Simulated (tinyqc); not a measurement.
From results back to parameters: effective work function and flat-band voltage of a metal/high-k/SiO2/Si stack with a dipole layer. Four cases, with inputs chosen for the exercise.

Problem. Three stacks with (t1, t2) = (8, 20), (30, 20) and (8, 60) angstrom have the flat-band voltages below. VFB = W0 - (chi + dEF) - 4 pi e2 [Q1 EOT + Q2 x2]/3.9 with x2 = t2 3.9/eps2, EOT = t1 + x2, e2 = e^2/4 pi eps0, 1 cm^-2 = 1e-16 angstrom^-2; W0 is the work function with the dipole step.

Constants: e^2/(4 pi eps0) = 14.39964547 eV angstrom.

Case 1.

Values chosen (out of a larger set: a stack on Si capped with a lanthanum-like oxide; not measured data):
- chi = 4.056 eV (electron affinity of the channel)
- dEF = 0.214 eV (Ec - EF in the channel)
- eps = (3.9, 25.6) (their dielectric constants)

VFB (V): 0.6155055  0.6001942  0.6050442

Case 2.

Values chosen (out of a larger set: a stack on Si capped with a titanium-like oxide; not measured data):
- chi = 4.048 eV (electron affinity of the channel)
- dEF = 0.316 eV (Ec - EF in the channel)
- eps = (3.9, 21.6) (their dielectric constants)

VFB (V): 0.2293573  0.0966597  0.1807685

Case 3.

Values chosen (out of a larger set: a stack on Si capped with a magnesium-like oxide; not measured data):
- chi = 4.05 eV (electron affinity of the channel)
- dEF = 0.159 eV (Ec - EF in the channel)
- eps = (3.9, 23.3) (their dielectric constants)

VFB (V): 0.7428195  0.7540477  0.7335001

Case 4.

Values chosen (out of a larger set: a stack on Si capped with a lanthanum-like oxide; not measured data):
- chi = 4.061 eV (electron affinity of the channel)
- dEF = 0.733 eV (Ec - EF in the channel)
- eps = (3.9, 19.9) (their dielectric constants)

VFB (V): -0.7967733  -0.8069808  -0.7789509

Find: Q1; Q2; W0.

Solution. The first two stacks differ in t1 alone and give Q1; the first and third give Q1 + Q2; W0 follows from any of them.

Case 1.

Q1 = 1.5e+11 e/cm^2
Q2 = 2.2e+11 e/cm^2
W0 = 4.896 eV

Case 2.

Q1 = 1.3e+12 e/cm^2
Q2 = 1.5e+11 e/cm^2
W0 = 4.666 eV

Case 3.

Q1 = -1.1e+11 e/cm^2
Q2 = 4.1e+11 e/cm^2
W0 = 4.952 eV

Case 4.

Q1 = 1.0e+11 e/cm^2
Q2 = -5.9e+11 e/cm^2
W0 = 3.992 eV

Computed by tinyqc, one run a case: `OMP_NUM_THREADS=1 python tinyqc.py N N+1 out.jsonl` with N = 1881178, 1881181, 1881225, 1881253; one thread of a shared Intel(R) Xeon(R) Processor @ 2.30GHz, about 0.01 s a run at most.
